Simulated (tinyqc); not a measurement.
# Worked calculation: illuminated p-n diode, drift-diffusion by the Gummel loop with Scharfetter-Gummel fluxes

Program tinyqc, `OMP_NUM_THREADS=1 python tinyqc.py 2240148 2240149 out.jsonl`; Intel Xeon 2.30GHz, shared host, one thread, about 0.8 s. Printed values are rounded.

Abrupt junction at x = 0, p side from -Lp, n side to Ln, ohmic contacts. psi is counted from the intrinsic level; n = ni exp((psi - phin)/Vt), p = ni exp((phip - psi)/Vt). Contacts: p side psi = V - Vt ln(Na/ni), p = Na, n = ni^2/Na; n side psi = Vt ln(Nd/ni), n = Nd, p = ni^2/Nd. Constant mobilities, D = mu Vt, Boltzmann statistics, SRH recombination through a mid-gap level, U = (n p - ni^2)/(tp (n + ni) + tn (p + ni)). Current is positive from the p contact to the n contact.

Inputs (values chosen for the exercise); band and dielectric values those of a made-up semiconductor:

| symbol | value | unit | meaning |
|---|---|---|---|
| T | 300 | K | temperature |
| Eg | 1.33 | eV | band gap |
| eps_r | 10.5 |  | relative permittivity |
| Nc | 3.39e19 | cm^-3 | conduction-band density of states at T |
| Nv | 2.51e19 | cm^-3 | valence-band density of states at T |
| Na | 2.6e16 | cm^-3 | acceptor density of the p side |
| Nd | 4.5e16 | cm^-3 | donor density of the n side |
| mun | 990 | cm^2/(V s) | electron mobility |
| mup | 290 | cm^2/(V s) | hole mobility |
| tn | 4e-8 | s | SRH lifetime of electrons |
| tp | 1e-8 | s | SRH lifetime of holes |
| G | 7e19 | cm^-3 s^-1 | uniform generation rate |
| V | 0.54 | V | bias of the p contact |

Constants: q = 1.602176634e-19 C, kB = 1.380649e-23 J/K, Vt = kB T/q, eps0 = 8.8541878128e-14 F/cm where lengths are in cm. Results are converted to the units shown.

## Intrinsic density and built-in voltage

ni = sqrt(Nc Nv) exp(-Eg/(2 Vt)), Eg in volts; Vbi = Vt ln(Na Nd/ni^2).

ni = 1.96530e8 cm^-3
Vbi = 0.981075 V

## Round 1: Poisson equation

```
node  x (nm)  phin at the start (V)  phip at the start (V)
0      -2700                   0.54                   0.54
1      -1340                      0                   0.54
2       -644                      0                   0.54
3       -292                      0                   0.54
4       -114                      0                   0.54
5        -23                      0                   0.54
6         23                      0                   0.54
7       90.3                      0                   0.54
8        189                      0                   0.54
9        332                      0                   0.54
10       543                      0                   0.54
11       850                      0                   0.54
12      1300                      0                      0
```

With phin and phip held, solve a_i (psi_(i+1) - psi_i) - a_(i-1) (psi_i - psi_(i-1)) + q w_i (p_i - n_i + C_i) = 0 for the inner nodes by Newton steps to convergence; a_i = eps0 eps_r/h_i, h_i = x_(i+1) - x_i, w_i = (h_(i-1) + h_i)/2, C = -Na or +Nd.

```
node   psi (V)  n after Poisson (cm^-3)  p after Poisson (cm^-3)
0     0.056553                  1.48554                   2.6e16
1     0.056553                1.75180e9               2.60000e16
2     0.056554                1.75182e9               2.59997e16
3     0.056653                1.75858e9               2.58998e16
4     0.064853                2.41498e9               1.88601e16
5     0.219646               9.62301e11               4.73311e13
6     0.438827               4.62809e15                9.84136e9
7     0.494243               3.94768e16                1.15376e9
8     0.497538               4.48427e16                1.01570e9
9     0.497627               4.49980e16                1.01220e9
10    0.497628               4.50000e16                1.01215e9
11    0.497628               4.50000e16                1.01215e9
12    0.497628                   4.5e16                 0.858310
```

## Round 1: electron continuity

With psi and p held, F_i = (mun Vt/h_i) [n_(i+1) B(d_i) - n_i B(-d_i)], d_i = (psi_(i+1) - psi_i)/Vt, B(d) = d/(exp(d) - 1); solve F_i - F_(i-1) = w_i [(n_i p_i - ni^2)/den_i - G] for the new n, with den = tp (n + ni) + tn (p + ni) taken at the old n and p, h_i = x_(i+1) - x_i, w_i = (h_(i-1) + h_i)/2; phin = psi - Vt ln(n/ni).

```
node  new n (cm^-3)  phin after round 1 (V)
0           1.48554                0.540000
1        2.33051e10               -0.066906
2        1.58258e10               -0.056900
3         7.07093e9               -0.035973
4         2.95975e9               -0.005259
5        9.62505e11               -0.000005
6        4.62810e15                0.000000
7        3.94768e16                0.000000
8        4.48428e16                0.000000
9        4.49980e16                0.000000
10       4.50000e16                0.000000
11       4.50000e16                0.000000
12           4.5e16                0.000000
```

## Round 1: hole continuity

With psi and the new n held, F_i = (mup Vt/h_i) [p_(i+1) B(-d_i) - p_i B(d_i)], d_i = (psi_(i+1) - psi_i)/Vt, B(d) = d/(exp(d) - 1); solve F_i - F_(i-1) = w_i [(n_i p_i - ni^2)/den_i - G] for the new p, with den = tp (n + ni) + tn (p + ni) taken at the new n and the old p, h_i = x_(i+1) - x_i, w_i = (h_(i-1) + h_i)/2; phip = psi + Vt ln(p/ni).

```
node  new p (cm^-3)  phip after round 1 (V)
0            2.6e16                0.540000
1        2.60003e16                0.540000
2        2.60001e16                0.540000
3        2.59002e16                0.540000
4        1.88605e16                0.540000
5        4.73330e13                0.540001
6        1.01783e10                0.540870
7         2.76841e9                0.562627
8         6.98846e9                0.589860
9        1.23808e10                0.604734
10       1.69606e10                0.612872
11       1.63808e10                0.611973
12         0.858310                0.000000
```

## Course of the Gummel loop

Stop when phin and phip change by less than 1e-8 V, or after 80 rounds. J = Jn at the p contact + Jp at the n contact + q sum w_i U_i - q G sum w_i over the inner nodes, which avoids differences of large majority fluxes: Jn = (q mun Vt/h_0)[n_1 B(d_0) - n_0 B(-d_0)], Jp = (q mup Vt/h_last)[p_(N-1) B(d_last) - p_N B(-d_last)], d_i = (psi_(i+1) - psi_i)/Vt, B(d) = d/(exp(d) - 1), w_i = (h_(i-1) + h_i)/2.

Course of the iteration:
```
round   J (A/cm^2)  largest change of phin, phip (V)
1      -0.00226797                            0.0729
2      -0.00226797                           3.36e-7
3      -0.00226797                          1.45e-10
```

Converged in 3 rounds.

## Recombination and current

```
node  converged psi (V)  converged n (cm^-3)  converged p (cm^-3)
0              0.056553              1.48554               2.6e16
1              0.056554           2.33051e10           2.60000e16
2              0.056554           1.58259e10           2.59997e16
3              0.056654            7.07098e9           2.58998e16
4              0.064854            2.95979e9           1.88601e16
5              0.219646           9.62512e11           4.73326e13
6              0.438827           4.62811e15           1.01783e10
7              0.494243           3.94768e16            2.76841e9
8              0.497538           4.48427e16            6.98847e9
9              0.497627           4.49980e16           1.23808e10
10             0.497628           4.50000e16           1.69606e10
11             0.497628           4.50000e16           1.63808e10
12             0.497628               4.5e16             0.858310
```

U_i as defined. J = Jn at the p contact + Jp at the n contact + q sum w_i U_i - q G sum w_i over the inner nodes, which avoids differences of large majority fluxes: Jn = (q mun Vt/h_0)[n_1 B(d_0) - n_0 B(-d_0)], Jp = (q mup Vt/h_last)[p_(N-1) B(d_last) - p_N B(-d_last)], d_i = (psi_(i+1) - psi_i)/Vt, B(d) = d/(exp(d) - 1), w_i = (h_(i-1) + h_i)/2.

U, node 0 to 12 (cm^-3 s^-1): [0, 5.82628e17, 3.95647e17, 1.76774e17, 7.39948e16, 2.39410e19, 1.01782e18, 2.76841e17, 6.98846e17, 1.23808e18, 1.69606e18, 1.63808e18, 0]
Jn at the p contact = 7.02667e-4 A/cm^2
Jp at the n contact = 4.37246e-4 A/cm^2
recombination = 6.32305e-5 A/cm^2
generation = 0.00347112 A/cm^2
J = -0.00226797 A/cm^2

A 500-node mesh gives J = -0.002224 A/cm^2; this mesh differs from it by -4.4e-5 A/cm^2 (-2.0 %).
